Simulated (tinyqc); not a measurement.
Channel length: inversion-layer mobility, back-scattering and ballistic limit of a field-effect transistor. Computed by tinyqc, a small Python program. Command: `OMP_NUM_THREADS=1 python tinyqc.py 3013810 3013811 out.jsonl mos walk`. One thread of a shared host (Intel(R) Xeon(R) Processor @ 2.30GHz), about 0.01 s of CPU time with the checks.

The charge at the top of the source barrier is fixed by the gate; series resistance and short-channel effects are left out. F_j are Fermi integrals normalised to exp(eta) in the classical limit.

Inputs (values chosen for the exercise, modelled on a 4H-SiC n-channel):
```
quantity                                       value        unit
transport mass m                                0.31         m_0
valley degeneracy g_v                              3           -
weight w of the inversion charge                 0.5           -
permittivity eps                                 9.7           -
phonon mobility at 1 MV/cm and 300 K, mu_ph       91  cm^2/(V s)
roughness mobility at 1 MV/cm, mu_sr              46  cm^2/(V s)
Coulomb mobility at N_inv = 1e12/cm^2, mu_C       32  cm^2/(V s)
electrical oxide thickness t_inv                 2.1          nm
depletion charge N_dep                       1.2e+11      1/cm^2
gate overdrive V_G - V_T                        0.61           V
drain voltage V_D                                1.2           V
exponent a of the critical length                0.7           -
temperature T                                    400           K
```

Statistics at the top of the barrier: Fermi-Dirac.

Constants: eps_0 = 8.8541878128e-12 F/m; e = 1.602176634e-19 C; m_0 = 9.1093837015e-31 kg; k_B = 1.380649e-23 J/K; hbar = 1.054571817e-34 J s; k_B = 8.617333262e-05 eV/K.

Method:
- N_inv = 3.9 eps_0 (V_G - V_T)/(e t_inv); effective field E_eff = e (N_dep + w N_inv)/(eps eps_0).
- mu_phonon = mu_ph (E_eff/1 MV/cm)^(-0.3) (T/300 K)^(-1.75); mu_rough = mu_sr (E_eff/1 MV/cm)^(-2); mu_Coulomb = mu_C (N_inv/1e12 cm^-2) (T/300 K); Matthiessen's rule adds 1/mu.
- F_j(eta) = (1/Gamma(j + 1)) int_0^infinity x^j/(1 + exp(x - eta)) dx, F_0 = ln(1 + exp(eta)). Integrals over x = E/(k_B T) use 160 Gauss-Legendre points in u = sqrt(x) from 0 to sqrt(max(eta, 0) + 32).
- Ballistic channel: N_2D = g_v m k_B T/(pi hbar^2), U = e V_D/(k_B T); eta_F solves N_inv = (N_2D/2)[F_0(eta_F) + F_0(eta_F - U)]; v_T = sqrt(2 k_B T/(pi m)); I/W = e (N_2D/2) v_T [F_1/2(eta_F) - F_1/2(eta_F - U)]; injection velocity v_T F_1/2(eta_F)/F_0(eta_F).
- Mean free path lambda = (2 k_B T/e)(mu/v_T) F_0(eta_0)/F_-1/2(eta_0), with eta_0 from N_inv = N_2D F_0(eta_0); critical length l = L (1 + U)^(-a), an empirical rule; back-scattering r = l/(l + lambda). Then eta solves N_inv = (N_2D/2)[(1 + r) F_0(eta) + (1 - r) F_0(eta - U)] and I/W = e (N_2D/2) v_T (1 - r)[F_1/2(eta) - F_1/2(eta - U)].
- The last column is the long-channel law e N_inv mu V/L with V = V_D - V_D^2/(2 V_ov) below pinch-off and V_ov/2 above, V_ov = V_G - V_T.

inversion density N_inv = 6.26056e+12 1/cm^2

effective mobility mu = 36.5200 cm^2/(V s)

ballistic current I/W = 1277.05 microampere/micrometre

Currents (microampere/micrometre):
```
L (nm)        r     I/W  ballistic ratio  long-channel law
5       0.14153  945.35          0.74026            2234.5
10      0.24797  750.28          0.58751            1117.3
20      0.39740  531.00          0.41580             558.6
40      0.56877  335.05          0.26236             279.3
80      0.72512  192.76          0.15094             139.7
160     0.84066  104.22          0.08161              69.8
400     0.92953   43.83          0.03432              27.9
1000    0.97057   17.90          0.01402              11.2
```

The current scales as L^-0.98 at the long end and as L^-0.33 at the short end, where it reaches 74 % of the ballistic 1280. The long-channel law passes the ballistic limit between 5.00 and 10.0 nm and has no meaning below. At 1000 nm the model gives 1.60 times the long-channel law; the rule for l is a fit for short devices and fails wherever the model exceeds that law. Raising mu by 10 % at 20 nm raises I by 5.6 %.

Extremes, crossings and ranges named in words are read from the listed rows.
